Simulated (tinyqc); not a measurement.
# Ballistic Schottky-barrier transistor with a two-dimensional channel, WKB contacts, step by step

Computed by the program tinyqc: `OMP_NUM_THREADS=1 python tinyqc.py 2390046 2390047 out.jsonl`, one thread of a shared Intel Xeon 2.30GHz, about 0.5 s for the whole run. Printed values are rounded.

Source Fermi level 0, drain Fermi level -Vd. Far from the contacts Ec = pn - psi, and the gate moves psi one to one; the band edges relax as exp(-x/lam) from pn at the source and pn - Vd at the drain; Ev = Ec - Eg. A carrier of energy w inside the channel band meets at a contact a barrier of height D (the contact edge beyond the channel edge): T = 1 for w >= D, else exp(-S), S = 4 lam sqrt(m/C) [sqrt(D - w) - sqrt(w) arctan sqrt((D - w)/w)], C = hbar^2/(2 m0). The two contacts combine as Ts Td/(Ts + Td - Ts Td).

Values chosen for this exercise; channel values close to those of a tungsten diselenide layer: temperature T = 300 K; band gap Eg = 1.4 eV; barrier for electrons at both contacts pn = 0.53 eV; electron mass mn = 0.36 m0; hole mass mp = 0.4 m0; valleys or subbands g = 2; screening length at the contacts lam = 4.1 nm; drain bias Vd = 0.5 V; band shift psi of the channel by the gate ps = 0.3 V; energy of one carrier inside the channel band w0 = 0.073 eV; upper end of the grid wm = 0.48 eV; points of the grid nE = 15.

Constants: q = 1.602176634e-19 C, kB = 1.380649e-23 J/K, hbar = 1.054571817e-34 J s, h = 6.62607015e-34 J s, m0 = 9.1093837015e-31 kg, Vt = kB T/q, hbar^2/(2 m0) = 0.0380998212 eV nm^2. Results are converted to the units shown.

Range of the model: No scattering, image-force lowering, channel charge or band-to-band tunnelling; parabolic kappa overstates S deep in the gap.

## Band edges and barriers

Electrons: Ds = psi, Dd = psi - Vd, Es = Ec, Ed = Ec + Vd. Holes: Ds = -psi, Dd = Vd - psi, Es = -Ev, Ed = -Ev - Vd. The size of each current is taken; both flow from drain to source and add.

Ec = 0.23 eV
Ev = -1.17 eV
D for electrons (eV): source 0.300000, drain -0.200000
D for holes (eV): source -0.300000, drain 0.200000

A negative D is no barrier. Here the electrons carry the larger current.

## Transmission of one of the electrons

S and T at both contacts for w = w0, and the tunnelling distance lam ln(D/w) at the higher barrier.

S at the source = 9.64979
S at the drain = 0
combined T = 6.44390e-5
tunnelling distance = 5.79462 nm

## Current of the electrons on a coarse grid

I/W = g (2 q^2/h) int T(w) [N(Es + w) - N(Ed + w)] dw with w the energy of motion along the channel, N(y) = (1/2 pi) sqrt(pi m kB T/C) Fm(-y/kB T), Fm(x) = (1/sqrt(pi)) int_0^infinity u^(-1/2)/(1 + exp(u - x)) du. Electrons: Ds = psi, Dd = psi - Vd, Es = Ec, Ed = Ec + Vd. Holes: Ds = -psi, Dd = Vd - psi, Es = -Ev, Ed = -Ev - Vd. The size of each current is taken; both flow from drain to source and add. Simpson's rule on nE equally spaced w from 0 to wm.

```
point	w (eV)	Ts	Td	T	size of the supply difference (1/um)
0	0.000000	1.01944e-12	1	1.01944e-12	0.0190748
1	0.034286	4.83320e-7	1	4.83320e-7	0.00506426
2	0.068571	4.12398e-5	1	4.12398e-5	0.00134447
3	0.102857	8.24538e-4	1	8.24538e-4	3.56925e-4
4	0.137143	0.00759412	1	0.00759412	9.47552e-5
5	0.171429	0.0416311	1	0.0416311	2.51553e-5
6	0.205714	0.153795	1	0.153795	6.67812e-6
7	0.240000	0.407471	1	0.407471	1.77288e-6
8	0.274286	0.787180	1	0.787180	4.70657e-7
9	0.308571	1	1	1	1.24948e-7
10	0.342857	1	1	1	3.31708e-8
11	0.377143	1	1	1	8.80604e-9
12	0.411429	1	1	1	2.33779e-9
13	0.445714	1	1	1	6.20628e-10
14	0.480000	1	1	1	1.64762e-10
```

current = 2.34114e-5 uA/um

A converged quadrature gives 2.343e-5 uA/um; this grid is 0.096 % below that. 2.98 % of it passes over both barriers, the rest tunnels. The other carrier adds 1.34e-11 uA/um.
